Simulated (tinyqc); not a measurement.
Lossy on-chip transmission line with skin effect: two steps of the calculation.

A uniform line in a homogeneous dielectric: c = sqrt(er)/(c0 Z0), l = Z0 sqrt(er)/c0 (c0 = 299792458 m/s), g = w c td, w = 2 pi f. The resistance joins its limits as r = sqrt(r_dc^2 + r_hf^2), with r_dc = rho/(wd th), r_hf = kr rho/(2 delta (wd + th)), delta = sqrt(rho/(pi f mu0)), mu0 = 4 pi 1e-7 H/m; this is an interpolation, and internal inductance, up to 0.05 nH/mm at low frequency, is neglected.

Values chosen for this exercise:
- wd = 2.6 um (width of the strip)
- th = 1 um (thickness of the strip)
- rho = 1.8 uohm cm (resistivity)
- er = 3.9 (relative permittivity)
- td = 0.02 (loss tangent)
- Z0 = 45 ohm (lossless impedance sqrt(l/c))
- kr = 1.5 (factor for crowding and the return path)
- Rg = 50 ohm (source resistance)
- RL = 100 ohm (load resistance)
- CL = 20 fF (load capacitance)
- f = 0.64 GHz (frequency)

Problem 1. Line constants. delta, r_dc, r_hf, r, l, c and g as defined.

Find: delta; r_dc; r_hf; r; l; c; g.

Solution 1.

delta = 2.6691 um
r_dc = 6.9231 ohm/mm
r_hf = 1.4050 ohm/mm
r = 7.0642 ohm/mm
l = 0.29643 nH/mm
c = 146.39 pF/m
g = 0.011773 S/m

r is 1.02 times r_dc; the skin depth is 2.67 of the thickness.

Problem 2. Reflection, input impedance and transfer. ZL = 1/(1/RL + i w CL); reflection (ZL - Zc)/(ZL + Zc); Zin = Zc (ZL + Zc tanh(gamma len))/(Zc + ZL tanh(gamma len)); H = V_load/V_source = [Zin/(Zin + Rg)]/[cosh(gamma len) + (Zc/ZL) sinh(gamma len)].

gamma len = 0.19938940+0.23112597i
Zc = 84.946908-70.369526i ohm

Wanted: ZL; reflection at the load; Zin; H; |H|.

Solution 2.

ZL = 99.994-0.804i ohm
reflection at the load = -0.05522+0.35490i
Zin = 123.18-29.88i ohm
H = 0.53734-0.08111i
|H| = -5.2972 dB

tinyqc, about 0.01 s, one thread, Intel Xeon 2.30GHz (shared host): `OMP_NUM_THREADS=1 python tinyqc.py 2810210 2810211 out.jsonl`
